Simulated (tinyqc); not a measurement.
Spin coating of a resist or spin-on film: centrifugal thinning, evaporation and the final thickness (Emslie and Meyerhofer models): one step, computed by the program tinyqc. Command: `OMP_NUM_THREADS=1 python tinyqc.py 3112314 3112315 out.jsonl spincoat walk`. One thread of a shared host (Intel(R) Xeon(R) Processor @ 2.30GHz), about 0.08 s of CPU time with the checks.

A Newtonian film stays uniform over the wafer; solvent and solids have the same density and the concentration is uniform through the thickness.

Task: Thinning without evaporation. dh/dt = -K h^3 gives h = h0/sqrt(1 + 2 K h0^2 t); for long times h = 1/sqrt(2 K t).

Inputs (values chosen for the exercise, of the order of those of a polymer resist in an ester solvent): starting thickness h0 = 400 micrometre; time t = 3.7 s.

flow constant K = 3.046315e-04 1/(micrometre^2 s)

Give: h(t) without evaporation; long-time form; time 1/(2 K h0^2).

Result:

h(t) without evaporation = 21.033 micrometre

long-time form = 21.062 micrometre

time 1/(2 K h0^2) = 0.010258 s

The long-time form is within 0.14 %: the starting thickness is forgotten.
